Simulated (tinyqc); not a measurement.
# Vacuum evaporation: vapour pressure, source flux, thickness distribution, purity and step coverage, step by step

A worked calculation. Computed by tinyqc, a small Python program that keeps every step. Command: `OMP_NUM_THREADS=1 python tinyqc.py 3113491 3113492 out.jsonl evap walk`. One thread of a shared host (Intel(R) Xeon(R) Processor @ 2.30GHz), about 0.01 s of CPU time with the checks. Intermediate numbers are printed to about 5 digits and carried at full precision; extremes and crossings named in words are read from the listed rows.

Molecular flow, unit sticking of the metal, no re-evaporation. The background gas is taken as water vapour (18.015 g/mol, collision diameter 0.37 nm) at 300 K.

Inputs (values chosen for the exercise, modelled on germanium, with constants for the liquid):
```
quantity                         value    unit
molar mass M                     72.63   g/mol
film density rho                  5.32  g/cm^3
vapour-pressure constant A       10.71       -
vapour-pressure constant B       17570       K
source temperature T              1620       K
source area                        1.6    cm^2
directionality n                     1       -
source-to-wafer distance h          59      cm
wafer radius R                     2.5      cm
source offset from the axis s/h   0.99       -
background pressure p            1e-05      Pa
sticking of background gas         0.7       -
aspect ratio of a trench           0.7       -
```

Constants: u = 1.6605390666e-27 kg; k_B = 1.380649e-23 J/K; R = 8.314462618 J/(mol K).

## Vapour pressure and flux

log10(p_v/Pa) = A - B/T; flux from the surface Phi = p_v/sqrt(2 pi m k_B T), m = M u. Mass loss = Phi x area x m; heat of evaporation = ln(10) R B; d ln Phi/dT = ln(10) B/T^2 - 1/(2 T).

vapour pressure p_v = 0.73168 Pa

flux Phi = 5.6202e+17 1/(cm^2 s)

mass loss = 0.39042 g/h

heat of evaporation = 336.37 kJ/mol

change of flux per kelvin = 1.5107 %/K

Holding the rate to 1 % needs the temperature to about 0.66 K.

## Rate and uniformity on a fixed wafer above the source

A small source emits (n + 1) Phi area cos^n(phi)/(2 pi) per solid angle; on a parallel plane at height h and lateral distance l the arrival rate is (n + 1) Phi area/(2 pi h^2) x (1 + (l/h)^2)^(-(n + 3)/2). Growth rate = arrival rate x m/rho, m = M u. The wafer is fixed and centred above the source.

arrival rate at the centre = 8.2227e+13 1/(cm^2 s)

growth rate at the centre = 0.018641 nm/s

edge over centre = 0.99642

non-uniformity (max - min)/(max + min) = 0.17938 %

share of the material that lands on the wafer, 1 - (1 + (R/h)^2)^(-(n + 1)/2) = 0.17922 %

## Offset source and rotation

Rotating wafer, source offset by s and facing upwards: thickness at radius r is the mean over the angle a of (1 + (r^2 + s^2 - 2 r s cos a)/h^2)^(-(n + 3)/2), by 360 equal steps; non-uniformity (max - min)/(max + min) over 21 radii from 0 to R.

centre thickness relative to an axial source = 0.25505

edge over centre, rotating = 1.0009

non-uniformity, rotating = 0.043889 %

## Choosing the offset

The curvature at the centre vanishes at s/h = sqrt(2/(n + 3)).

Against the offset:
```
s/h  centre thickness  edge over centre  non-uniformity (%)
0.0            1.0000            0.9964             0.17938
0.2            0.9246            0.9970             0.15264
0.4            0.7432            0.9982             0.09078
0.5            0.6400            0.9988             0.05755
0.6            0.5407            0.9995             0.02730
0.7            0.4504            1.0000             0.00174
0.8            0.3718            1.0004             0.01858
0.9            0.3052            1.0007             0.03388
1.1            0.2047            1.0010             0.05214
```

The best row, s/h = 0.7, has 0.0017 % against 0.18 % on the axis, at the price of a rate lower by a factor 2.22; the small-wafer optimum is sqrt(2/(n + 3)) = 0.71.

## Scattering and purity

Mean free path lambda = k_B T_g/(sqrt2 pi d^2 p); unscattered share exp(-h/lambda); gas arrival p/sqrt(2 pi m_g k_B T_g); impurity ratio = sticking x gas arrival/metal arrival; monolayer time = 1e15 cm^-2/(sticking x gas arrival).

mean free path = 680.98 m

unscattered share = 0.99913

gas arrival rate = 3.5840e+13 1/(cm^2 s)

impurity ratio = 0.30510

monolayer time = 39.860 s

The gas that sticks amounts to more than a tenth of the metal, although few metal atoms scatter on the way: purity, not the free path, sets the vacuum needed.

## A trench at the wafer edge

Fixed wafer, axial point source, trench running tangentially at r = R: the beam arrives at tan(a) = R/h. Shadowed share of the floor = aspect ratio x tan(a) (at most 1); the wall facing the source grows at tan(a) times the field rate, the other wall not at all.

angle a = 2.4263 degrees

shadowed share of the floor = 0.029661

wall over field thickness = 0.042373

Checks made by the program: share on the wafer by quadrature (relative difference 1e-10).
